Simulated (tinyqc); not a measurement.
Worked calculation: CID on RHF in the 6-311g basis, for H-, spin multiplicity 1. The basis has no diffuse functions, so it cannot describe the extra electron: this is an exercise in the method, not the real anion. One step of it, computed by the program tinyqc.

Problem. Iteration 9 (converged): orbitals. Diagonalise F' = X^T F X, C = X C', fill 1 alpha and 1 beta electrons from the bottom; D = 2 C_occ C_occ^T. Each column has its largest component positive (the first on a tie).

converged F (hartree), lower triangle:
```
,1H 1s,1H 2s,1H 3s
1H 1s,1.153994
1H 2s,-0.021484,0.169888
1H 3s,-0.261960,-0.038268,0.063977
```

X:
```
,1,2,3
1H 1s,-1.182805,0.952862,0.349221
1H 2s,2.312658,-0.064800,0.427480
1H 3s,-1.552142,-0.822676,0.370813
```

Give: F' = X^T F X; orbital energies; coefficients C; D after iteration 9.

Solution.

F' = X^T F X (hartree), lower triangle:
```
,1,2,3
1,2.1076
2,-1.0919,1.5010
3,-0.1026,0.3486,0.0942
```

orbital energies (hartree): MO1 -0.0037, MO2 0.7390, MO3 2.9676

coefficients C:
```
,MO1,MO2,MO3
1H 1s,0.1750,0.0850,-1.5463
1H 2s,0.1747,1.4880,1.8140
1H 3s,0.7648,-1.4374,-0.7566
```

D after iteration 9, lower triangle:
```
,1H 1s,1H 2s,1H 3s
1H 1s,0.0612
1H 2s,0.0611,0.0610
1H 3s,0.2676,0.2672,1.1697
```
